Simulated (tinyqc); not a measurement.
Transfer-length model of a contact: effect of the contact resistivity.

A metal contact of length d and width W on a thin layer of the same width. The metal has no resistance, the sheet resistance under it equals Rsh, and current enters the layer at the front edge x = 0.

Transfer length Lt = sqrt(rc/Rsh); front resistance Rc = (Rsh Lt/W) coth(d/Lt); end resistance Re = (Rsh Lt/W)/sinh(d/Lt).

Inputs (values chosen for the exercise):

| symbol | value | unit | meaning |
|---|---|---|---|
| Rsh | 260 | ohm/sq | sheet resistance of the semiconductor layer |
| d | 0.91 | um | contact length |
| W | 160 | um | contact width |

Results:
```
rc (ohm cm^2)  Lt (um)     d/Lt  Rc W (ohm um)
6.7e-8         0.16053   5.6688         41.738
1.7e-7         0.25570   3.5588         66.591
1.1e-6         0.65044   1.3990         191.06
2.7e-6          1.0190  0.89299         371.67
6.7e-6          1.6053  0.56688         813.49
1.7e-5          2.5570  0.35588         1946.3
4.2e-5          4.0192  0.22641         4694.0
0.00011         6.5044  0.13990          12167
```

Estimate the missing row, rc = 4.2e-7 ohm cm^2.

Computed row:
```
rc (ohm cm^2)  Lt (um)    d/Lt  Rc W (ohm um)
4.2e-7         0.40192  2.2641         106.78
```

With this row back in the table: Rc W rises from 41.7 to 12200 ohm um, as rc^(0.50) between the first two rows (d/Lt = 5.7) and rc^(0.99) between the last two (d/Lt = 0.14); a long contact gives the power 1/2 and a short one 1.

Computed by the program tinyqc: `OMP_NUM_THREADS=1 python tinyqc.py 2760061 2760062 out.jsonl`, one thread of a shared Intel Xeon 2.30GHz, about 0.01 s for the whole run.
